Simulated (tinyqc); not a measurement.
Sub-threshold conduction and electro-thermal threshold of an amorphous chalcogenide: two steps of the calculation.

Trap-limited conduction: I = I0 exp(-Ea/kB T) sinh(q V dz/(2 ua kB T)), I0 = 2 q A Nt dz/ta. One lumped temperature T = T0 + Rt I V. The threshold is the largest V for which a steady state exists on the low-current branch.

Parameters, values chosen for the exercise; values of the order of Ge-Sb-Te and related chalcogenides: ambient temperature T0 = 330 K; cross-section A = 600 nm^2; amorphous thickness ua = 39 nm; distance between traps dz = 7.3 nm; activation energy Ea = 0.23 eV; trap density Nt = 8.2e18 cm^-3; attempt time ta = 1e-15 s; thermal resistance Rt = 3 K/uW; voltage across the amorphous layer V = 0.53 V.

Constants: q = 1.602176634e-19 C, kB = 1.380649e-23 J/K. Results are converted to the units shown.

Question 1. Isothermal quantities. I0, the low-field resistance 2 ua kB T0 exp(Ea/kB T0)/(q dz I0), the slope voltage V0 = 2 ua kB T0/(q dz), and I at V without heating.

Give: I0; low-field resistance; V0; I without heating.

Answer 1.

I0 = 11.509 mA
low-field resistance = 0.085941 Mohm
V0 = 0.30385 V
I without heating = 9.8059 uA

Question 2. Self-heating. I at the present T, then T(new) = T0 + Rt I V.

T at the start = 330 K

Give: I; T after iteration 1.

Answer 2.

I = 9.8059 uA
T after iteration 1 = 345.59 K

Range of the model: Purely electronic switching mechanisms, filaments and series resistance are left out.

tinyqc, about 0.01 s, one thread, Intel Xeon 2.30GHz (shared host): `OMP_NUM_THREADS=1 python tinyqc.py 2490129 2490130 out.jsonl`
